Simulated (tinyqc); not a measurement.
From a target to a composition: model-solid line-up of a strained alloy layer on a substrate.

Problem. A layer of the alloy is strained to the substrate, and its gap (Ec minus the top valence edge) is given. Find x between 0.10 and 0.92, where the gap is monotonic.

All values of the alloy are linear in x but the gap, Eg(x) = (1 - x) Eg_A + x Eg_B - C x (1 - x), and the valence edge, Ev(x) = (1 - x) Ev_A + x Ev_B + fv C x (1 - x); Ec = Ev + Eg. Ev is the top of the unstrained valence band on a scale common to all materials. In the layer only the Gamma valley of the conduction band is followed, also where an X or L valley would lie lower.

Coherent growth on a (001) face: e_par = (a_s - a)/a, e_perp = -2 (C12/C11) e_par; exx = eyy = e_par, ezz = e_perp, no shear.

Strained edges: Ec + ac tr(e); the valence edges are Ev plus the levels of the 6 x 6 matrix of X, Y, Z times spin with -Dso/3 + l exx + m (eyy + ezz) on the diagonal (cyclic), n exy off it, l = av + 2 b, m = av - b, n = sqrt(3) d. Spin-orbit term (Dso/3) L.sigma on X, Y, Z with (L_k)_ij = -i epsilon_kij: <X+|H|Y+> = -i Dso/3, <X+|H|Z-> = Dso/3, <Y+|H|Z-> = -i Dso/3, <Z+|H|X-> = -Dso/3, <Z+|H|Y-> = i Dso/3, <X-|H|Y-> = i Dso/3, and their conjugates; + and - are the spin along z.

Values chosen for the exercise (A near InP, B near GaP, substrate near GaAs; the results hold for these values, not for the real material):

| symbol | value | unit | meaning |
|---|---|---|---|
| a | (5.865, 5.456) | angstrom | lattice constant of A, B |
| Eg | (1.413, 2.901) | eV | gap at Gamma to the s-like level of A, B |
| Dso | (0.109, 0.08) | eV | spin-orbit splitting of A, B |
| Ev | (-0.93, -1.25) | eV | top of the unstrained valence band of A, B |
| ac | (-5.92, -8.29) | eV | conduction deformation potential of A, B |
| av | (0.59, 1.71) | eV | valence hydrostatic potential of A, B |
| b | (-2.01, -1.6) | eV | tetragonal shear potential of A, B |
| d | (-5.04, -4.57) | eV | trigonal shear potential of A, B |
| C11 | (101, 142.3) | GPa | of A, B |
| C12 | (55.3, 62.8) | GPa | of A, B |
| C44 | (45.8, 70.7) | GPa | of A, B |
| C | 0.731 | eV | bowing of the gap |
| fv | 0 |  | share of the bowing taken by the valence edge |
| a_s | 5.651 | angstrom | substrate |
| face | 001 |  | growth face |

strained gap = 2.098795 eV

Find: x; e_par; gap of the relaxed alloy.

Solution. Bisect on x; the strained gap is 1.5654 eV at x = 0.10 and 2.2501 eV at x = 0.92.

x = 0.680
e_par = 1.148 %
gap of the relaxed alloy = 2.266 eV

Run: tinyqc, `OMP_NUM_THREADS=1 python tinyqc.py 1050110 1050111 out.jsonl`; Intel(R) Xeon(R) Processor @ 2.30GHz, one thread, shared host; about 0.01 s of CPU time with all checks.
